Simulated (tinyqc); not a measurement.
# Frequency dispersion of an accumulation capacitance by border traps, distributed model: what changes with what

Traps spread evenly through the insulator exchange electrons with the semiconductor by tunnelling, with tau(x) = t0 exp(2 ka x) at depth x from the interface. The admittance per area Y seen at depth x obeys dY/dx = -Y^2/(i w eps0 eox) + q Nb ln(1 + i w tau)/tau, with Y(0) = i w Cs and w = 2 pi f; the gate sees Y(tox) = G + i w C. Working variable y = Y/(i w), in uF/cm^2. Cox = eps0 eox/tox.

Values chosen for this exercise; permittivity close to that of zirconium oxide:
```
symbol   value         unit                                               meaning
eox       21.1                             relative permittivity of the insulator
tox          5           nm                                   insulator thickness
Cs         1.3      uF/cm^2             semiconductor capacitance in accumulation
Nb      5.2e18  cm^-3 eV^-1                               density of border traps
ka         3.4         1/nm  decay constant of the wave function in the insulator
t0        6e-9            s              time constant of a trap at the interface
f        10000           Hz                                             frequency
```

Constants: q = 1.602176634e-19 C, eps0 = 8.8541878128e-14 F/cm where lengths are in cm. Results are converted to the units shown.

Each table varies one quantity; the others keep the values above.

## Capacitance and loss against frequency

Cox; trap-free value 1/(1/Cox + 1/Cs); response depth d = ln(1/(w t0))/(2 ka), where w tau = 1; lumped estimate: all traps within d act as C_bt = q Nb d placed at d/2, so C = 1/{1/[1/(1/Cs + d/(2 eps0 eox)) + C_bt] + (tox - d/2)/(eps0 eox)}. C and G from a fine integration; dispersion -d C/d log10 f over C, from f times and over 1.1. For a broad spread of time constants G/w is close to -(pi/2) dC/d ln w.

The same in every row: trap-free C (uF/cm^2) = 0.9644.

Capacitance and loss against frequency:
```
f (Hz)	d (nm)	C (uF/cm^2)	G/w (uF/cm^2)	dispersion (% a decade)	-(pi/2) dC/d ln w (uF/cm^2)	lumped C (uF/cm^2)
10	2.175	1.086	0.01373	1.853	0.01372	1.076
100	1.837	1.066	0.01320	1.814	0.01319	1.057
1000	1.498	1.047	0.01270	1.776	0.01269	1.039
10000	1.159	1.029	0.01222	1.740	0.01222	1.021
1e5	0.8207	1.011	0.01176	1.705	0.01176	1.004
1e6	0.4821	0.9945	0.01122	1.670	0.01133	0.9871
1e7	0.1435	0.9783	0.009725	1.571	0.01048	0.9711
```

C falls from 1.086 to 0.9783 uF/cm^2, towards the trap-free 0.9644; each decade of frequency removes ln 10/(2 ka) = 0.339 nm from the response depth. The dispersion falls from 1.85 to 1.57 % a decade and G/w falls from 0.0137 to 0.00972 uF/cm^2. G/w lies between 0.928 and 1.00 times -(pi/2) dC/d ln w, the relation for a broad spread of time constants.

## Effect of the decay constant of the wave function in the insulator

Same model as above.

The same in every row: trap-free C (uF/cm^2) = 0.9644.

Effect of the decay constant of the wave function in the insulator:
```
ka (1/nm)	d (nm)	C (uF/cm^2)	G/w (uF/cm^2)	dispersion (% a decade)	-(pi/2) dC/d ln w (uF/cm^2)	lumped C (uF/cm^2)
2.5	1.577	1.055	0.01753	2.436	0.01752	1.043
3.2	1.232	1.033	0.01310	1.858	0.01310	1.025
3.9	1.011	1.020	0.01045	1.502	0.01045	1.013
4.6	0.8569	1.011	0.008693	1.260	0.008692	1.006
5.3	0.7437	1.005	0.007439	1.085	0.007439	0.9999
6	0.6569	0.9998	0.006501	0.9531	0.006501	0.9956
6.7	0.5883	0.9960	0.005772	0.8496	0.005773	0.9923
7.4	0.5327	0.9929	0.005191	0.7664	0.005191	0.9896
```

As ka goes from 2.5 to 7.4, C falls from 1.05 to 0.993 uF/cm^2, the dispersion falls from 2.44 to 0.766 % a decade and G/w falls from 0.0175 to 0.00519 uF/cm^2. The lumped estimate is 1.1 % below C in the first row and 0.34 % below it in the last.

Numbers from tinyqc (`OMP_NUM_THREADS=1 python tinyqc.py 2202138 2202139 out.jsonl`; about 0.3 s on one thread of a shared Intel Xeon 2.30GHz).
